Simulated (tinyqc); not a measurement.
Input admittance of a MOSFET at zero drain bias: distributed channel and distributed gate: one step of the calculation.

Source and drain grounded, strong inversion, w = 2 pi f, Cox = eps0 eox/tox. The channel is an RC line of resistance 1/(mu Cox Vo) per square fed from both ends, so one finger has the intrinsic admittance y = i w Cox L tanh(g)/g per width, g = (1/2) sqrt(i w tau), tau = L^2/(mu Vo). The vertical resistance rv/L is in series with y, the overlaps 2 i w Cov in parallel: y_t = 1/(1/y + rv/L) + 2 i w Cov. The gate strip is a line of Rsh/L per length loaded by y_t, so a finger has Y = y_t Wf tanh(k)/k, k = (Wf/sd) sqrt(y_t Rsh/L); the device has Nf Y.

Task. Input impedance of the device. k and Y as defined; Z = 1/(Nf Y) = R + 1/(i w C); Q = |Im Z|/R; signal at the point farthest from a contact |1/cosh k|.

Inputs (values chosen for the exercise); values of the order met in silicon radio-frequency transistors: channel length L = 0.89 um; finger width Wf = 1.3 um; number of fingers Nf = 32; sheet resistance of the gate Rsh = 23 ohm/square; number of ends at which a finger is contacted sd = 2; frequency f = 4.7 GHz.

y_t = 39.79264+223.53199i uS/um

Wanted: k; Nf Y; R; C; Q; signal at the far point.

Result.

k = 0.03817+0.03197i
Nf Y = 1.663+9.296i mS
R = 18.64 ohm
C = 324.9 fF
Q = 5.591
signal at the far point = 0.9998

tinyqc, about 0.01 s, one thread, Intel Xeon 2.30GHz (shared host): `OMP_NUM_THREADS=1 python tinyqc.py 2262051 2262052 out.jsonl`
